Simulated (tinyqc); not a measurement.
Inside a calculation. Model: threshold of a short bulk MOSFET: charge sharing, barrier lowering, narrow width.

Computed by the program tinyqc: `OMP_NUM_THREADS=1 python tinyqc.py 2002054 2002055 out.jsonl`, one thread of a shared Intel Xeon 2.30GHz, about 0.01 s for the whole run. Printed values are rounded.

n-channel device on a p-type body, depletion approximation, full ionisation. Uniform doping N = Na. Vbi from Boltzmann statistics is rough for the degenerate source. Cox = eps0 eox/tox.

Values chosen for this exercise; band and dielectric values close to those of silicon:
- T = 300 K (temperature)
- Eg = 1.1 eV (band gap)
- eps_r = 11.8 (relative permittivity)
- Nc = 2.81e19 cm^-3 (conduction-band density of states at T)
- Nv = 2.68e19 cm^-3 (valence-band density of states at T)
- eox = 3.9 (relative permittivity of the gate insulator (close to silicon dioxide))
- tox = 6.9 nm (insulator thickness)
- Na = 5e17 cm^-3 (channel doping)
- Nsd = 1e20 cm^-3 (source and drain doping)
- Vfb = -0.99 V (flat-band voltage for the doping Na)
- xj = 15 nm (junction depth)
- Vbs = 0 V (body-source voltage)
- Vds = 1.2 V (drain-source voltage)
- W = 380 nm (gate width)
- xw = 1.5708 (shape factor of the fringing depletion at the width edges)
- L = 160 nm (channel length)

Constants: q = 1.602176634e-19 C, kB = 1.380649e-23 J/K, Vt = kB T/q, eps0 = 8.8541878128e-14 F/cm where lengths are in cm. Results are converted to the units shown.

## Long-channel threshold and scales

ni = sqrt(Nc Nv) exp(-Eg/(2 Vt)), Eg in volts; 2 pB = 2 Vt ln(N/ni); flat band Vfb - Vt ln(N/Na); Wd = sqrt(2 eps0 eps_r (2 pB - Vbs)/(q N)); body term q N Wd/Cox; long-channel VT0 = flat band + 2 pB + body term; Vbi = Vt ln(N Nsd/ni^2); scale length l = sqrt((eps_r/eox) tox Wd).

N = 5e17 cm^-3
2 pB = 0.8929134 V
flat band = -0.99 V
Wd = 48.26084 nm
body term = 0.7725223 V
VT0 = 0.6754357 V
Vbi = 1.029886 V
l = 31.74174 nm

## Short-channel and narrow-width shifts

Charge sharing (trapezoid; it ignores Vds): F = (xj/L)(sqrt(1 + 2 Wd/xj) - 1), lowering = body term times F. Barrier lowering: th = exp(-L/(2 l)) + 2 exp(-L/l), lowering = th [2 (Vbi - 2 pB) + Vds], DIBL = th. Narrow width: rise = body term times xw Wd/W. VT by each model = VT0 - lowering + rise.

F = 0.1618762
lowering by charge sharing = 125.0529 mV
th = 0.09337084
lowering of the barrier = 137.6234 mV
DIBL = 93.37084 mV/V
narrow-width rise = 154.1144 mV
VT, charge sharing = 0.7044971 V
VT, barrier lowering = 0.6919267 V

L is 5.04 scale lengths. The charge-sharing lowering is 9.1 % below the barrier lowering; the first falls off as 1/L and the second exponentially. Both describe the same loss of gate control, so they are alternatives and are not added.
